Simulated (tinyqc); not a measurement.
Inside a calculation. Method: CISD on RHF in the 6-311g basis, for H2, spin multiplicity 1. One step of it, computed by the program tinyqc.

Question. CISD: roots. Diagonalise (each vector has its largest component positive (the first on a tie)); all determinants have Ms = 0, so triplets appear too. The lowest singlet root is the correlation energy.

Occupation strings over the orbitals (2 doubly, a alpha, b beta, 0 empty; spin orbitals ordered 1a 1b 2a 2b ...): 200000 a0b000 a0000b b0a000 b0000a 020000 0a0b00 0a00b0 002000 00a00b 0b0a00 000200 000ab0 0b00a0 000ba0 000020 00b00a 000002

H - E(HF) between determinants (hartree):
```
,200000,a0b000,a0000b,b0a000,b0000a,020000,0a0b00,0a00b0,002000,00a00b,0b0a00,000200,000ab0,0b00a0,000ba0,000020,00b00a,000002
200000,0.000000,0.000000,0.000000,0.000000,0.000000,0.080855,-0.076457,-0.028369,0.053502,0.035250,0.076457,0.091795,0.050664,0.028369,-0.050664,0.069616,-0.035250,0.067378
a0b000,0.000000,0.547502,-0.047161,-0.053502,-0.035250,0.008705,0.056710,0.035381,0.076332,-0.033407,-0.013861,-0.051298,-0.046586,-0.021045,0.027518,-0.040001,-0.037044,-0.037768
a0000b,0.000000,-0.047161,2.658514,-0.035250,-0.067378,-0.016981,0.036614,0.123536,-0.033407,-0.021051,-0.027997,-0.056676,-0.144436,-0.039614,0.062057,-0.116243,0.037768,-0.062198
b0a000,0.000000,-0.053502,-0.035250,0.547502,-0.047161,-0.008705,-0.013861,-0.021045,-0.076332,-0.037044,0.056710,0.051298,0.027518,0.035381,-0.046586,0.040001,-0.033407,0.037768
b0000a,0.000000,-0.035250,-0.067378,-0.047161,2.658514,0.016981,-0.027997,-0.039614,0.033407,0.037768,0.036614,0.056676,0.062057,0.123536,-0.144436,0.116243,-0.021051,0.062198
020000,0.080855,0.008705,-0.016981,-0.008705,0.016981,0.780770,0.137238,0.034797,0.027613,0.009641,-0.137238,0.068048,0.015634,-0.034797,-0.015634,0.032198,-0.009641,0.024762
0a0b00,-0.076457,0.056710,0.036614,-0.013861,-0.027997,0.137238,1.095968,-0.145081,0.011378,-0.020755,-0.068048,0.102856,-0.054994,-0.015634,-0.009606,-0.042512,0.017853,-0.036424
0a00b0,-0.028369,0.035381,0.123536,-0.021045,-0.039614,0.034797,-0.145081,2.845471,-0.010726,-0.015902,-0.015634,-0.054994,0.042189,-0.032198,0.042512,-0.034094,0.021372,-0.067709
002000,0.053502,0.076332,-0.033407,-0.076332,0.033407,0.027613,0.011378,-0.010726,1.222417,-0.098186,-0.011378,0.046815,0.024813,0.010726,-0.024813,0.031129,0.098186,0.031840
00a00b,0.035250,-0.033407,-0.021051,-0.037044,0.037768,0.009641,-0.020755,-0.015902,-0.098186,3.182269,0.017853,0.028026,0.092023,0.021372,-0.040325,0.090587,-0.031840,-0.011524
0b0a00,0.076457,-0.013861,-0.027997,0.056710,0.036614,-0.137238,-0.068048,-0.015634,-0.011378,0.017853,1.095968,-0.102856,-0.009606,-0.145081,-0.054994,0.042512,-0.020755,0.036424
000200,0.091795,-0.051298,-0.056676,0.051298,0.056676,0.068048,0.102856,-0.054994,0.046815,0.028026,-0.102856,1.442878,-0.103351,0.054994,0.103351,0.081000,-0.028026,0.062602
000ab0,0.050664,-0.046586,-0.144436,0.027518,0.062057,0.015634,-0.054994,0.042189,0.024813,0.092023,-0.009606,-0.103351,3.230871,0.042512,-0.081000,-0.011309,-0.040325,0.120298
0b00a0,0.028369,-0.021045,-0.039614,0.035381,0.123536,-0.034797,-0.015634,-0.032198,0.010726,0.021372,-0.145081,0.054994,0.042512,2.845471,0.042189,0.034094,-0.015902,0.067709
000ba0,-0.050664,0.027518,0.062057,-0.046586,-0.144436,-0.015634,-0.009606,0.042512,-0.024813,-0.040325,-0.054994,0.103351,-0.081000,0.042189,3.230871,0.011309,0.092023,-0.120298
000020,0.069616,-0.040001,-0.116243,0.040001,0.116243,0.032198,-0.042512,-0.034094,0.031129,0.090587,0.042512,0.081000,-0.011309,0.034094,0.011309,5.149079,-0.090587,0.296726
00b00a,-0.035250,-0.037044,0.037768,-0.033407,-0.021051,-0.009641,0.017853,0.021372,0.098186,-0.031840,-0.020755,-0.028026,-0.040325,-0.015902,0.092023,-0.090587,3.182269,0.011524
000002,0.067378,-0.037768,-0.062198,0.037768,0.062198,0.024762,-0.036424,-0.067709,0.031840,-0.011524,0.036424,0.062602,0.120298,0.067709,-0.120298,0.296726,0.011524,5.405060
```

Give: lowest roots of this matrix, relative to E(HF); lowest vectors; <S^2> of these roots; weight of the ground state by excitation level 0, 1, 2, ....

Answer.

lowest roots of this matrix, relative to E(HF) (hartree): -0.0353  0.4850  0.5582  0.7109  1.0156  1.1683  1.2255  1.5202

lowest vectors:
```
,root 1,root 2,root 3,root 4
200000,0.9821,0.0000,0.0441,0.1458
a0b000,-0.0127,0.7038,0.6817,-0.0781
a0000b,-0.0073,0.0282,0.0115,0.0128
b0a000,0.0127,0.7038,-0.6817,0.0781
b0000a,0.0073,0.0282,-0.0115,-0.0128
020000,-0.1183,0.0000,0.0530,0.9176
0a0b00,0.0834,-0.0582,-0.1049,-0.2438
0a00b0,0.0135,-0.0096,-0.0216,-0.0283
002000,-0.0372,0.0000,-0.1719,-0.0263
00a00b,-0.0090,0.0183,-0.0122,-0.0087
0b0a00,-0.0834,-0.0582,0.1049,0.2438
000200,-0.0673,0.0000,0.1074,-0.0478
000ab0,-0.0151,0.0044,0.0223,-0.0146
0b00a0,-0.0135,-0.0096,0.0216,0.0283
000ba0,0.0151,0.0044,-0.0223,0.0146
000020,-0.0094,0.0000,0.0086,-0.0128
00b00a,0.0090,0.0183,0.0122,0.0087
000002,-0.0084,0.0000,0.0059,-0.0101
```

<S^2> of these roots: 0.0000  2.0000  0.0000  0.0000  2.0000  0.0000  0.0000  0.0000

weight of the ground state by excitation level 0, 1, 2, ...: 0.9646  0.0004  0.0350
